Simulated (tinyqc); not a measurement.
# Six-transistor SRAM cell, nodal equations and margins: effects of single changes

Two cross-coupled inverters (pull-down bn, pull-up bp) hold the nodes Q and QB; access transistors (ba, threshold VTn, gate on the word line at Vdd when selected) join them to the bit lines. Transistor (EKV form, voltages against the body): I = 2 n b Vt^2 [F(vp - Vs) - F(vp - Vd)] from drain to source, F(v) = ln^2(1 + exp(v/(2 Vt))), vp = (Vg - VT + sg |Vd - Vs|)/n. n-channel bodies are at 0; for the p-channel device all voltages are counted down from Vdd. b in uA/V^2 gives I in uA. For an access transistor the bit line is the drain and the node the source. In a read both bit lines are at Vdd. The cell is symmetric (no mismatch).

Parameters, values chosen for the exercise: temperature T = 300 K; supply voltage Vdd = 0.8 V; slope factor n = 1.19; drain-induced barrier lowering sg = 0.023; n-channel threshold VTn = 0.3 V; p-channel threshold (magnitude) VTp = 0.32 V; gain factor of the pull-down transistor bn = 700 uA/V^2; gain factor of the access transistor ba = 470 uA/V^2; gain factor of the pull-up transistor bp = 330 uA/V^2.

Constants: q = 1.602176634e-19 C, kB = 1.380649e-23 J/K, Vt = kB T/q. Results are converted to the units shown.

Each table varies one quantity; the others keep the values above.

## Effect of the gain factor of the pull-down transistor

f(x) is the node voltage of one half-cell for input x: In = Ip in hold, In = Ip + Ia in a read. Static noise margin: side of the largest square between the curve (x, f(x)) and its mirror image (f(y), y); with h(c) the root x of f(x) - x = c, it is the maximum over c > 0 of h(c) - h(-c) + c. Q is the low node in a read and Iread the current of its access transistor. The write trip is the voltage to which the bit line of the high node must fall (the other staying at Vdd) for that state to vanish; higher is easier, and a negative value means that a grounded bit line does not write.

Effect of the gain factor of the pull-down transistor:
```
bn (uA/V^2)  hold margin (mV)  read margin (mV)  Q in a read (mV)  Iread (uA)  write trip (mV)
440                     329.2             156.7             134.3       24.98            230.1
580                     326.8             167.4             113.6       28.63            215.9
760                     323.7             177.8             94.92       32.13            202.2
1000                    319.9             188.2             77.96       35.48            188.8
1300                    315.6             197.6             63.79       38.42            176.6
1800                    309.6             208.1             49.00       41.61            162.5
```

What does the table show?

As bn goes from 440 to 1800 uA/V^2, the read margin rises from 157 to 208 mV, the write trip falls from 230 to 162 mV and Iread rises from 25.0 to 41.6 uA. The read margin is 0.48 of the hold margin in the first row and 0.67 in the last. Read stability and write ability pull in opposite directions.

## Effect of the supply voltage

Same model as above.

Results:
```
Vdd (V)  hold margin (mV)  read margin (mV)  Q in a read (mV)  Iread (uA)  write trip (mV)
0.4                 160.5             82.65             29.37       1.594            84.88
0.6                 249.8             134.2             62.01       11.36            138.8
0.7                 289.4             156.2             81.00       20.00            171.8
0.85                340.9             182.6             110.2       37.54            224.0
1                   385.2             202.4             139.5       60.56            278.0
```

Estimate the missing row, Vdd = 0.5 V.

Computed row:
```
Vdd (V)  hold margin (mV)  read margin (mV)  Q in a read (mV)  Iread (uA)  write trip (mV)
0.5                 206.4             109.1             44.21       5.210            108.9
```

With this row back in the table: As Vdd goes from 0.4 to 1 V, the read margin rises from 82.6 to 202 mV, the write trip rises from 84.9 to 278 mV and Iread rises from 1.59 to 60.6 uA. The read margin is 0.52 of the hold margin in the first row and 0.53 in the last. At Vdd = 0.4 V the read margin is under 100 mV, which threshold mismatch, left out here, can use up in a large array.

Program tinyqc, `OMP_NUM_THREADS=1 python tinyqc.py 2340034 2340035 out.jsonl`; Intel Xeon 2.30GHz, shared host, one thread, about 0.1 s.
